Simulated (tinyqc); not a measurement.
## K factor and largest bandwidth from two damping rates

Inverse problem. The damping of a laser follows gamma = K fR^2 + gamma0. With gamma0 neglected, the largest 3 dB bandwidth is 2 sqrt(2) pi/K, reached where gamma = sqrt(2) 2 pi fR. Find K, gamma0 and that bandwidth.

gamma at fR = 4.9 and 12.5 GHz (1/ns): 5.5822000  34.675000

Answer. gamma is linear in fR^2: slope K, intercept gamma0.

K = 0.220 ns
gamma0 = 0.300 1/ns
largest f3dB = 40.4 GHz

tinyqc, about 0.01 s, one thread, Intel Xeon 2.30GHz (shared host): `OMP_NUM_THREADS=1 python tinyqc.py 2840120 2840121 out.jsonl`
